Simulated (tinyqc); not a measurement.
Which face: thin-body film or fin with hard walls, valleys of the Si type.

Six ellipsoidal valleys with their long axes along the cube axes, mass ml along the axis and mt across it. For a valley whose axis makes the angle theta with the surface normal, 1/m_z = cos^2(theta)/ml + sin^2(theta)/mt sets the confinement; in the plane the masses are m_1 = mt and m_2 = ml mt/m_z, and m_d = sqrt(m_1 m_2).

A film of thickness t between hard walls, flat band inside: E_n = c (n pi/t)^2/m_z above the bulk edge, c = hbar^2/2m0. Without degeneracy the sheet density is N2 exp((EF - Ec)/kB T) with N2 = sum_i g m_d/(2 pi c) kB T exp(-E_i/kB T) over n = 1 to 40 of each group; a classical film has t Nc with Nc = 2 g_all (m_dos kB T/(4 pi c))^(3/2), m_dos = (ml mt^2)^(1/3). The threshold shift is dVt = kB T ln(t Nc/N2).

Constants: hbar^2/2m0 = 3.80998211 eV angstrom^2; kB = 8.617333262e-05 eV/K.

Values chosen for the exercise (near those of Si; not measured data): ml = 0.933 m0 (longitudinal mass); mt = 0.194 m0 (transverse mass); T = 300 K (temperature); t = 42 angstrom (body thickness); g_all = 6 (number of valleys).

The same thickness on four faces; m_1 and m_2 are the in-plane masses of the lowest group.

Results:

| face | valleys of lowest | m_z | E1 (eV) | share (%) | dVt (mV) | m_1 | m_2 |
|---|---|---|---|---|---|---|---|
| (100) | 2 | 0.9330 | 0.0228 | 87.6 | 44.5 | 0.194 | 0.194 |
| (110) | 4 | 0.3212 | 0.0664 | 89.3 | 58.6 | 0.194 | 0.564 |
| (111) | 6 | 0.2636 | 0.0809 | 100.0 | 63.0 | 0.194 | 0.687 |
| (211) | 2 | 0.4111 | 0.0519 | 66.6 | 57.5 | 0.194 | 0.440 |

The threshold shift is smallest on (100) (44.5 mV) and largest on (111) (63.0 mV). The lowest E1 belongs to (100), the same face: the heavy m_z outweighs the smaller number of valleys. Since m_z m_1 m_2 = ml mt^2 on every face, a heavy confinement mass comes with light masses in the plane.

(tinyqc, `OMP_NUM_THREADS=1 python tinyqc.py 1282677 1282678 out.jsonl`, Intel(R) Xeon(R) Processor @ 2.30GHz, 1 thread, shared host, about 0.01 s.)
